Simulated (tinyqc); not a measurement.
# Schottky barrier on an n-type semiconductor with a surface-enhanced doping, non-linear Poisson equation by Newton steps, step by step

Computed by the program tinyqc: `OMP_NUM_THREADS=1 python tinyqc.py 2020036 2020037 out.jsonl`, one thread of a shared Intel Xeon 2.30GHz, about 0.08 s for the whole run. Printed values are rounded; ~0 in a residual or rate marks an entry under 1e-11 of the largest of its column.

One dimension, metal at x = 0, donor density C(x) = Nd + N0 exp(-x/Ls). Energies are counted from the electron Fermi level of the semiconductor and the conduction-band edge is Ec = -psi, so n = Nc exp(psi/Vt); holes follow the Fermi level of the metal, at -V, so p = Nv exp((V - psi - Eg)/Vt). Ends: psi(0) = V - phiB and psi = Vt ln(Nd/Nc) deep inside. Boltzmann statistics, full ionisation, no current, no image force in the Poisson equation.

Values chosen for this exercise; band and dielectric values close to those of gallium arsenide:
- T = 450 K (temperature)
- Eg = 1.43 eV (band gap)
- eps_r = 13.1 (relative permittivity)
- Nc = 8.18e17 cm^-3 (conduction-band density of states at T)
- Nv = 1.65e19 cm^-3 (valence-band density of states at T)
- Nd = 7.7e15 cm^-3 (donor density deep in the semiconductor)
- phiB = 0.69 eV (barrier height)
- V = 0 V (bias of the metal against the semiconductor)
- N0 = 5.4e16 cm^-3 (extra donor density at the surface)
- Ls = 140 nm (decay length)

Constants: q = 1.602176634e-19 C, kB = 1.380649e-23 J/K, Vt = kB T/q, eps0 = 8.8541878128e-14 F/cm where lengths are in cm. Results are converted to the units shown.

## End potentials, built-in voltage, Debye length

psi_0 = V - phiB, psi_b = Vt ln(Nd/Nc), Vbi = phiB - Vt ln(Nc/Nd), LD = sqrt(eps0 eps_r Vt/(q Nd)), W = sqrt(2 eps0 eps_r (Vbi - V)/(q Nd)), hole density at the metal p_0 = Nv exp((phiB - Eg)/Vt).

psi_0 = -0.69 V
psi_b = -0.1809243 V
Vbi = 0.5090757 V
LD = 60.38126 nm
W for uniform Nd = 309.3967 nm
p_0 = 8.508416e10 cm^-3

The hole density at the metal is 1.1e-5 times Nd, so holes hardly matter.

## Doping on the mesh

x, node 0 to 11 (nm): 0  62  138  232  348  491  667  884  1150  1480  1880  2380

C = Nd + N0 exp(-x/Ls), taken at the nodes.

donor density C, node 0 to 11 (cm^-3): 6.17e16  4.237874e16  2.785132e16  1.799688e16  1.219637e16  9.319053e15  8.160565e15  7.797754e15  7.714621e15  7.701384e15  7.700080e15  7.700002e15

## Couplings between neighbouring nodes

a_i = eps0 eps_r/h_i for the interval from node i to i + 1, with h_i = x_(i+1) - x_i in cm.

coupling a_i, interval 0 to 10 (F/cm^2): 1.870804e-7  1.526182e-7  1.233935e-7  9.999126e-8  8.111179e-8  6.590333e-8  5.345155e-8  4.360521e-8  3.514844e-8  2.899747e-8  2.319797e-8

## Starting potential

The parabola psi_b - (psi_b - psi_0)(1 - x/W)^2 for x < W and psi_b beyond, with psi_0 = V - phiB, psi_b = Vt ln(Nd/Nc), W = sqrt(2 eps0 eps_r (psi_b - psi_0)/(q Nd)).

psi at the start, node 0 to 11 (V): -0.6900000  -0.5064152  -0.3371512  -0.2127806  -0.1809243  -0.1809243  -0.1809243  -0.1809243  -0.1809243  -0.1809243  -0.1809243  -0.1809243

## Iteration 1: densities, residual and Jacobian diagonal

n_i = Nc exp(psi_i/Vt), p_i = Nv exp((V - psi_i - Eg)/Vt), rho_i = p_i - n_i + C_i, g_i = (n_i + p_i)/Vt. Box widths w_i = (h_(i-1) + h_i)/2 in cm. Residual F_i = a_i (psi_(i+1) - psi_i) - a_(i-1) (psi_i - psi_(i-1)) + q rho_i w_i; Jacobian: a_(i-1) and a_i beside the diagonal, b_i = -a_(i-1) - a_i - q g_i w_i on it. The two end nodes are fixed.

```
node	n (cm^-3)	p (cm^-3)
0	1.531417e10	8.508416e10
1	1.742422e12	7.478059e8
2	1.370333e14	9.508589e6
3	3.386223e15	3.847925e5
4	7.7e15	1.692199e5
5	7.7e15	1.692199e5
6	7.7e15	1.692199e5
7	7.7e15	1.692199e5
8	7.7e15	1.692199e5
9	7.7e15	1.692199e5
10	7.7e15	1.692199e5
11	7.7e15	1.692199e5
```

```
node	residual F (C/cm^2)	diagonal b (F/cm^2)
1	3.833549e-8	-3.397484e-7
2	2.725646e-8	-2.808242e-7
3	1.241814e-8	-3.702874e-7
4	6.143792e-9	-5.930919e-7
5	4.137443e-9	-6.544454e-7
6	1.449986e-9	-7.444963e-7
7	3.782351e-10	-8.653603e-7
8	6.980740e-11	-1.026805e-6
9	8.096251e-12	-1.225350e-6
10	5.732752e-13	-1.483817e-6
```

## Iteration 1: Newton step

Solve the tridiagonal system a_(i-1) d_(i-1) + b_i d_i + a_i d_(i+1) = -F_i for nodes 1 to 10, with d = 0 on fixed nodes. The full step is added.

Newton step d, node 1 to 10 (V): 0.2435385  0.2909633  0.1400777  0.0354820  0.0110186  0.0029679  0.0006252  0.0000949  0.0000093  0.0000006
psi after iteration 1, node 0 to 11 (V): -0.6900000  -0.2628767  -0.0461879  -0.0727029  -0.1454423  -0.1699057  -0.1779564  -0.1802991  -0.1808294  -0.1809149  -0.1809237  -0.1809243

## Iteration 2: densities, residual and Jacobian diagonal

As before.

```
node	n (cm^-3)	p (cm^-3)
0	1.531417e10	8.508416e10
1	9.303882e14	1.400483e6
2	2.485832e17	5241.678
3	1.254631e17	10385.47
4	1.922522e16	67775.21
5	1.023041e16	1.273647e5
6	8.312455e15	1.567519e5
7	7.825146e15	1.665136e5
8	7.718858e15	1.688065e5
9	7.701855e15	1.691791e5
10	7.700113e15	1.692174e5
11	7.7e15	1.692199e5
```

```
node	residual F (C/cm^2)	diagonal b (F/cm^2)
1	-1.014518e-9	-3.662226e-7
2	-3.369462e-7	-9.006041e-6
3	-1.847904e-7	-5.666286e-6
4	-9.294561e-9	-1.209749e-6
5	-8.752462e-10	-8.211996e-7
6	-7.284514e-11	-7.942198e-7
7	-3.892853e-12	-8.778474e-7
8	-1.100741e-13	-1.029127e-6
9	-1.306684e-15	-1.225630e-6
10	-5.974530e-18	-1.483838e-6
```

## Iteration 2: Newton step

As before.

Newton step d, node 1 to 10 (V): -0.01868571  -0.03819079  -0.03363110  -0.01060597  -0.00213508  -0.00027029  -0.00002094  -0.00000100  -0.00000003  0.00000000
psi after iteration 2, node 0 to 11 (V): -0.6900000  -0.2815624  -0.0843787  -0.1063340  -0.1560483  -0.1720408  -0.1782267  -0.1803200  -0.1808304  -0.1809150  -0.1809237  -0.1809243

## Iteration 3: densities, residual and Jacobian diagonal

As before.

```
node	n (cm^-3)	p (cm^-3)
0	1.531417e10	8.508416e10
1	5.746368e14	2.267507e6
2	9.284398e16	14034.22
3	5.270653e16	24721.67
4	1.462479e16	89094.82
5	9.682360e15	1.345739e5
6	8.254716e15	1.578483e5
7	7.820921e15	1.666035e5
8	7.718660e15	1.688108e5
9	7.701849e15	1.691793e5
10	7.700113e15	1.692174e5
11	7.7e15	1.692199e5
```

```
node	residual F (C/cm^2)	diagonal b (F/cm^2)
1	-1.023351e-10	-3.560807e-7
2	-1.213132e-7	-3.536613e-6
3	-6.065337e-8	-2.509924e-6
4	-1.364735e-9	-9.636032e-7
5	-3.890974e-11	-7.850830e-7
6	-6.342618e-13	-7.895321e-7
7	-4.414483e-15	-8.774258e-7
8	-1.213922e-17	-1.029103e-6
9	~0	-1.225629e-6
10	~0	-1.483838e-6
```

## Iteration 3: Newton step

As before.

Newton step d, node 1 to 10 (V): -0.01566953  -0.03588879  -0.02609571  -0.00416487  -0.00048333  -0.00004132  -0.00000253  -0.00000011  0.00000000  0.00000000
psi after iteration 3, node 0 to 11 (V): -0.6900000  -0.2972319  -0.1202675  -0.1324298  -0.1602131  -0.1725241  -0.1782680  -0.1803226  -0.1808305  -0.1809150  -0.1809237  -0.1809243

## Course of the Newton iteration

Stop when the largest undamped |d| is below 1e-9 V, or after 80 iterations.

Course of the iteration:
```
iteration	largest |F| (C/cm^2)	largest |d| (V)	at node
1	3.83e-8	0.291	2
2	3.37e-7	0.0382	2
3	1.21e-7	0.0359	2
4	4.07e-8	0.0283	2
5	1.06e-8	0.0134	2
6	1.29e-9	2.08e-3	2
7	2.41e-11	3.99e-5	2
8	8.60e-15	1.42e-8	2
9	< 1e-20	< 1e-13	2
```

Converged in 9 iterations. Once the step is below 0.1 Vt, 3 more iteration(s) reach the threshold: near the solution the error is roughly squared each time.

## Converged densities, field and barrier lowering

converged psi, node 0 to 11 (V): -0.6900000  -0.3165510  -0.1640600  -0.1515574  -0.1626515  -0.1727836  -0.1782898  -0.1803239  -0.1808306  -0.1809150  -0.1809237  -0.1809243

n and p as above; E_i = -(psi_(i+1) - psi_i)/h_i; at the metal |E_0| = |E on interval 0| + q rho_0 (h_0/2)/(eps0 eps_r), rho_0 = p_0 - n_0 + C_0; image-force lowering dphi = sqrt(q |E_0|/(4 pi eps0 eps_r)).

```
node	n (cm^-3)	p (cm^-3)
0	1.531417e10	8.508416e10
1	2.330979e14	5.589896e6
2	1.189495e16	1.095417e5
3	1.642043e16	79351.94
4	1.233492e16	1.056345e5
5	9.498650e15	1.371767e5
6	8.241292e15	1.581054e5
7	7.820143e15	1.666201e5
8	7.718627e15	1.688115e5
9	7.701848e15	1.691793e5
10	7.700113e15	1.692174e5
11	7.7e15	1.692199e5
```

field E, interval 0 to 10 (kV/cm): -60.23371  -20.06461  -1.33005  0.95639  0.70854  0.31285  0.09374  0.01905  0.00256  0.00022  0.00001
|E_0| at the metal = 86.65401 kV/cm
image-force lowering = 30.86275 mV

A mesh of about 1000 nodes or more gives |E_0| = 82.70 kV/cm; the 12-node value is 4.8 % above it.
